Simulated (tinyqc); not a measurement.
Inside a calculation. Model: metal-interlayer-semiconductor contact, depinning against tunnelling resistance.

Numbers from tinyqc (`OMP_NUM_THREADS=1 python tinyqc.py 2270040 2270041 out.jsonl`; about 0.03 s on one thread of a shared Intel Xeon 2.30GHz). Printed values are rounded.

Zero bias, n-type semiconductor. Gap states at the semiconductor surface thin out as exp(-be ti), which unpins the barrier; electrons must then cross the interlayer (a rectangular barrier, no voltage drop across it) and the parabolic depleted layer, both by WKB. Energies E are counted from the Fermi level; no image force, parabolic bands.

Parameters, values chosen for the exercise; semiconductor values close to those of silicon; interlayer mass of the order of that in lanthanum oxide, offset chosen freely:
```
symbol,value,unit,meaning
T,300,K,temperature
Eg,1.15,eV,band gap
eps_r,11.6,,relative permittivity
chi,4.17,eV,electron affinity
Nc,2.8e19,cm^-3,conduction-band density of states at T
mt,0.192,m0,tunnelling mass in the semiconductor
mA,2.04,m0,Richardson mass
Nd,5.2e19,cm^-3,donor density
E0,0.37,eV,charge-neutrality level above the valence band
S0,0.26,,pinning factor without interlayer
phiM,4.21,eV,metal work function
ti,1.2,nm,interlayer thickness
dE,2.05,eV,conduction-band offset of the interlayer above the semiconductor
mi,0.3,m0,tunnelling mass in the interlayer
be,1.7,1/nm,decay constant of gap states through the interlayer
```

Constants: q = 1.602176634e-19 C, kB = 1.380649e-23 J/K, eps0 = 8.8541878128e-12 F/m, hbar = 1.054571817e-34 J s, h = 6.62607015e-34 J s, m0 = 9.1093837015e-31 kg, Vt = kB T/q, hbar^2/(2 m0) = 0.0380998212 eV nm^2. Results are converted to the units shown.

Range of the model: The depletion charge would drop about 0.12 V across such an interlayer (eps_r near 25) at ti = 1.2 nm and Nd = 5.2e19 cm^-3, against a band bending of 0.27 V; this model leaves that drop out.

## Pinning, barrier and scales

S = 1/(1 + (1/S0 - 1) exp(-be ti)); phiB = S (phiM - chi) + (1 - S)(Eg - E0); xi = Ec - EF deep inside, from Nd = Nc F(-xi/Vt), F(x) = (2/sqrt(pi)) int_0^infinity sqrt(u) du/(1 + exp(u - x)); band bending U = phiB - xi; E00 = (hbar/2) sqrt(Nd/(eps0 eps_r mt m0)) in volts; A = 4 pi q mA m0 kB^2/h^3.

S = 0.729883
phiB = 0.239886 eV
xi = -0.0325597 eV
U = 0.272446 eV
E00 = 0.0897118 eV
A = 245.153 A/(cm^2 K^2)

The interlayer moves the barrier from 0.588 eV to 0.240 eV; the unpinned limit is phiM - chi = 0.0400 eV. E00/Vt = 3.47: by the usual rule of thumb (0.5 to 5) thermionic-field emission.

## Exponents and integrand on an energy grid

E, point 0 to 15 (eV): -0.03  -0.01133  0.00733  0.026  0.04467  0.06333  0.082  0.10067  0.11933  0.138  0.15667  0.17533  0.194  0.21267  0.23133  0.25

With U = phiB - xi: for xi < E < phiB, y = (E - xi)/U and G1 = (U/E00) [sqrt(1 - y) - y ln((1 + sqrt(1 - y))/sqrt(y))], G1 = 0 above phiB; G2 = 2 ti sqrt(mi max(phiB + dE - E, 0)/C), C = hbar^2/(2 m0); f = 1/(1 + exp(E/Vt)); integrand exp(-G1 - G2) f.

```
point	G1	G2	f	integrand (1e-6)
0	2.93630	10.2576	0.761415	1.41776
1	2.45494	10.2162	0.607845	1.90892
2	2.08768	10.1747	0.429587	2.03035
3	1.77488	10.1330	0.267817	1.80433
4	1.50010	10.0911	0.150855	1.39493
5	1.25543	10.0491	0.0794595	0.97870
6	1.03591	10.0069	0.0402369	0.64387
7	0.83876	9.9645	0.0199556	0.40577
8	0.66215	9.9219	0.00979645	0.24801
9	0.50472	9.8792	0.00478212	0.14790
10	0.36596	9.8362	0.00232835	0.08636
11	0.24589	9.7931	0.00113264	0.04946
12	0.14503	9.7498	5.50433e-4	0.02776
13	0.06526	9.7062	2.67415e-4	0.01526
14	0.01134	9.6626	1.29948e-4	0.00817
15	0.00000	9.6186	6.31186e-5	0.00420
```

## Contact resistivity

1/rho_c = (A T^2/Vt^2) I, with I the trapezoid sum of the integrand over the grid.

I = 1.95267e-7 eV
rho_c = 1.5512e-4 ohm cm^2

A fine grid from xi upwards gives rho_c = 1.515e-4 ohm cm^2; the coarse value is 2.4 % above it. The integrand peaks at E = 0.0038 eV, and 0.083 % of the current flows above phiB. Tunnelling through the interlayer costs a factor of 25100 at this barrier height; the bare contact (ti = 0) has rho_c = 2.14e-7 ohm cm^2, so with the interlayer rho_c is 709 times that.
